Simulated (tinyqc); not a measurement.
Ionisation constants from two fields.

Question. alpha_n = an exp(-bn/E). Find bn and an.

alpha_n at 383 and 658 kV/cm (1/cm): 1976.5866  73205.746

Solution. ln alpha is a straight line in 1/E with slope -bn and intercept ln an.

bn = 3.31e6 V/cm
an = 1.12e7 1/cm

Program tinyqc, `OMP_NUM_THREADS=1 python tinyqc.py 2120028 2120029 out.jsonl`; Intel Xeon 2.30GHz, shared host, one thread, about 0.08 s.
